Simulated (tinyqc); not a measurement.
Equation-of-state fits to an energy-volume table made by a known binding curve: one step, computed by the program tinyqc.

With x = (V/V_0)^(1/3), the energy per atom is E = -D [1 + eta (x - 1)] exp(-eta (x - 1)), so that B0 = D eta^2/(9 V_0) and B' = 1 + 2 eta/3. B' = dB/dP at P = 0.

Task: Errors of the Birch-Murnaghan fit. Third-order Birch-Murnaghan is a cubic in u = V^(-2/3): fit it by linear least squares, find the minimum, and take B0 = V E''(V), B' = -1 - V E'''/E'' there. Errors are fitted minus exact, relative; the pressure at c V_0 uses P = (3 B0/2) (x^7 - x^5) [1 + (3/4)(B' - 4)(x^2 - 1)], x = (V0/V)^(1/3) with the fitted values.

Inputs (values chosen for the exercise, for a model crystal): true volume V_0 = 20.8 angstrom^3/atom; compression V/V_0 for the pressure test = 0.75.

Binding curve: universal binding. Noise: none.

fitted B0 = 38.79940 GPa

exact B0 = 38.80624 GPa

fitted B' = 3.473142

exact B' = 3.46

fitted V0 = 20.79987 angstrom^3

exact pressure at c V_0 = 18.07118 GPa

Give: error of B0; error of B'; fitted pressure at c V_0; error of that pressure.

Result:

error of B0 = -0.0176 %

error of B' = 0.380 %

fitted pressure at c V_0 = 18.2 GPa

error of that pressure = 0.785 %
